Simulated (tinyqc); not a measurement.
Worked calculation: Luttinger-Kohn k.p, four valence bands. One step of it, computed by the program tinyqc.

Problem. Bloch Hamiltonian at k. P = c g1 k^2, Q = c g2 (kx^2 + ky^2 - 2 kz^2), R = c sqrt3 [-g2 (kx^2 - ky^2) + 2i g3 kx ky], S = 2 c sqrt3 g3 (kx - i ky) kz, c = hbar^2/2m = 3.809982 eV angstrom^2; rows [P+Q, -S, R, 0], [-S*, P-Q, 0, R], [R*, 0, P-Q, S], [0, R*, S*, P+Q]. The path ends lie at |k| = 0.05 1/angstrom.

Luttinger parameters chosen for this model; energies are counted downward from the top of the valence band:
```
parameter     value  unit
g1         8.530000
g2         0.840000
g3         2.070000
```

k point k (1/angstrom): [0.028000, 0.030000, 0.044000]

Give: H(k) at k.

Solution.

H(k) at k (eV), order 3/2, 1/2, -1/2, -3/2:
```
[[0.1106, -0.0337+0.0361i, 0.0006+0.0229i, 0.0000],
 [-0.0337-0.0361i, 0.1246, 0.0000, 0.0006+0.0229i],
 [0.0006-0.0229i, 0.0000, 0.1246, 0.0337-0.0361i],
 [0.0000, 0.0006-0.0229i, 0.0337+0.0361i, 0.1106]]
```
